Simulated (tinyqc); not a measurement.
Off-state leakage of single and stacked transistors: two steps of the calculation.

n-channel devices of unit width. Subthreshold current I(Vg, Vs, Vd) = I0 (T/300 K)^0.5 exp[(Vg - Vs - VT(T) - gb (Vs - Vb) + dd (Vd - Vs))/(nf Vt)] (1 - exp(-(Vd - Vs)/Vt)), VT(T) = VT - cT (T - 300 K). Gate-edge tunnelling Ig (Vd/1 V) exp(ag (Vd - 1 V)), for a gate at 0 V, and band-to-band leakage Ab u exp(-Bb/u), u = Vd - Vb + 1 V, flow at a drain held at V; both are taken as independent of T. In a stack of off transistors (all gates at 0 V) the same subthreshold current passes through each.

Values chosen for this exercise; values of the order met in bulk silicon logic transistors:

| symbol | value | unit | meaning |
|---|---|---|---|
| T | 300 | K | temperature |
| V | 0.7 | V | supply voltage |
| VT | 0.48 | V | threshold at 300 K, zero drain and body bias |
| cT | 0.8 | mV/K | fall of the threshold with temperature |
| I0 | 0.23 | uA/um | current at threshold at 300 K |
| nf | 1.28 |  | slope factor |
| dd | 0.16 |  | drain-induced lowering per volt |
| gb | 0.17 |  | rise of the threshold per volt of source-body bias |
| Ig | 0.0001 | uA/um | gate-edge tunnelling current at 1 V |
| ag | 4.4 | 1/V | exponential slope of the gate current |
| Ab | 20 | uA/(um V) | prefactor of band-to-band leakage at the drain |
| Bb | 23 | V | its exponential voltage |
| Vb | -0.3 | V | body voltage |

Constants: q = 1.602176634e-19 C, kB = 1.380649e-23 J/K, Vt = kB T/q. Results are converted to the units shown.

Task 1. Leakage of one transistor. Vg = Vs = 0, Vd = V; effective threshold VT(T) - gb Vb - dd V.

Wanted: effective threshold; parts; total; shares.

Result 1.

effective threshold = 0.4190 V
parts (nA/um): subthreshold 7.288e-4, gate edge 0.01870, band-to-band 0.4052
total = 0.4246 nA/um
shares (%): subthreshold 0.1716, gate edge 4.404, band-to-band 95.42

The band-to-band part is the largest.

Task 2. New Vx. Stack of two, Vx the node between them: I_low = I(0, 0, Vx), I_up = I(0, Vx, V), f = ln(I_up/I_low), f' = -(1 + gb + 2 dd)/(nf Vt) - 1/(Vt (exp(Vx/Vt) - 1)) - 1/(Vt (exp((V - Vx)/Vt) - 1)), Vx(new) = Vx - f/f'.

Vx at the start = 0.075 V

Find: I_low; I_up; f; f'; Vx after iteration 1.

Result 2.

I_low = 3.3543e-5 nA/um
I_up = 3.5763e-5 nA/um
f = 0.064084
f' = -47.278 1/V
Vx after iteration 1 = 0.076355 V

tinyqc, about 0.03 s, one thread, Intel Xeon 2.30GHz (shared host): `OMP_NUM_THREADS=1 python tinyqc.py 2242226 2242227 out.jsonl`
